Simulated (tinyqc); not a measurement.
# Weibull slope from two areas

Inverse problem. Oxide breakdown times follow a Weibull law, F = 1 - exp(-(t/t63)^beta). For defects spread at random t63 goes as A^(-1/beta). Find beta and the time at which the share Fp of the area-A2 devices has failed, t63(A2) (-ln(1 - Fp))^(1/beta).

Parameters, values chosen for the exercise:
```
symbol  value  unit                           meaning
A1        1.5  um^2          area of a test capacitor
A2      7.5e6  um^2          gate area of the product
Fp      0.001        allowed share of failed products
```

t63 at the areas A1 and A2 (s): 1900  3.0726713

Answer. beta = ln(A2/A1)/ln(t63(A1)/t63(A2)).

beta = 2.40
time to Fp = 0.173 s

Program tinyqc, `OMP_NUM_THREADS=1 python tinyqc.py 2070127 2070128 out.jsonl`; Intel Xeon 2.30GHz, shared host, one thread, about 0.01 s.
